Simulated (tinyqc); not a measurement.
Photoionisation line shapes: hydrogenic impurity: series, fields, screening, photoionisation and donor-acceptor pairs. Computed by tinyqc, a small Python program. Command: `OMP_NUM_THREADS=1 python tinyqc.py 3022193 3022194 out.jsonl hydrogenic walk`. One thread of a shared host (Intel(R) Xeon(R) Processor @ 2.30GHz), about 0.01 s of CPU time with the checks.

One isotropic, parabolic band. Effective units: Ry* and a*, in which H = -nabla^2 - 2/r.

Inputs (values chosen for the exercise, for a model semiconductor): electron mass m = 0.0314 m_0; dielectric constant eps = 19; depth of a short-range centre E_i = 60 meV.

Parts treated: magnetic field and photoionisation.

Constants: Ry = 13.605693123 eV; a_0 = 0.529177210903 angstrom; h x 1 THz = 4.135667696 meV.

Method. Ry* = Ry m/eps^2, a* = a_0 eps/m; level n is bound by Ry*/n^2; <r> = (3/2) a* in 1s; lines 1s -> np at Ry* (1 - 1/n^2); 1 THz = 4.135667696 meV. With x = h nu/E above threshold, normalised to their maxima: hydrogenic 1s: x^-4 exp(4 - 4 atan(k)/k)/(1 - exp(-2 pi/k)), k = sqrt(x - 1), which is 1 at threshold; delta-function centre (Lucovsky): 8 (x - 1)^(3/2)/x^3, which is 1 at x = 2. Energies use E = Ry* and E = E_i; band-to-band absorption, which hides both above the gap, is left out.

Ry* = 1.18343 meV

Relative cross-sections:
```
x     h nu, hydrogenic (meV)  hydrogenic  h nu, short-range centre (meV)  Lucovsky
1.05                  1.2426  8.7772e-01                              63    0.0773
1.20                  1.4201  6.1222e-01                              72    0.4141
1.50                  1.7751  3.3174e-01                              90    0.8381
2                     2.3669  1.4774e-01                             120    1.0000
2.50                  2.9586  7.7836e-02                             150    0.9406
3.50                  4.1420  2.9036e-02                             210    0.7376
5                     5.9172  9.9730e-03                             300    0.5120
8                     9.4675  2.3612e-03                             480    0.2894
```

What follows from these numbers?

The Coulomb tail makes the hydrogenic cross-section largest at threshold, 1.18 meV; the short-range (neutral) centre starts from zero and peaks at twice its depth, 120.0 meV.

Extremes, crossings and ranges named in words are read from the listed rows.
